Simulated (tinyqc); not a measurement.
## Thin-film resistivity, exact integral against the thick limit

Fuchs-Sondheimer for a film of thickness d, k = d/lam: rho0/rho = 1 - (3 (1 - ps)/(2 k)) int_1^infinity (t^-3 - t^-5)(1 - exp(-k t))/(1 - ps exp(-k t)) dt; thick limit rho/rho0 = 1 + 3 (1 - ps)/(8 k).

Parameters, values chosen for the exercise; metal values close to those of aluminium: bulk resistivity rho0 = 2.67 uohm cm; bulk mean free path lam = 18.8 nm; specular share of surface scattering ps = 0.4.

Results:
```
d (nm)         k  rho/rho0, exact  thick limit  error of the limit (%)  rho (uohm cm)
0.94    0.050000           4.5854       5.5000                    19.9         12.243
1.8     0.095745           3.1048       3.3500                    7.90         8.2899
3.5      0.18617           2.2012       2.2086                   0.333         5.8773
6.9      0.36702           1.6592       1.6130                   -2.78         4.4300
13       0.69149           1.3636       1.3254                   -2.80         3.6408
50        2.6596           1.0916       1.0846                  -0.637         2.9144
97        5.1596           1.0456       1.0436                  -0.189         2.7917
190       10.106           1.0228       1.0223                 -0.0496         2.7308
```

Estimate the missing row, d = 26 nm.

Computed row:
```
d (nm)       k  rho/rho0, exact  thick limit  error of the limit (%)  rho (uohm cm)
26      1.3830           1.1816       1.1627                   -1.60         3.1549
```

With this row back in the table: rho/rho0 falls from 4.59 to 1.02. The error of the thick limit goes from 20 through a minimum of -2.8 (at d = 13 nm among the rows listed) to -0.050 %; it stays within 5 % for k of 0.1862 and above among the rows listed. The change of sign at small k is a crossing of two different laws, not agreement.

Program tinyqc, `OMP_NUM_THREADS=1 python tinyqc.py 2100066 2100067 out.jsonl`; Intel Xeon 2.30GHz, shared host, one thread, about 0.01 s.
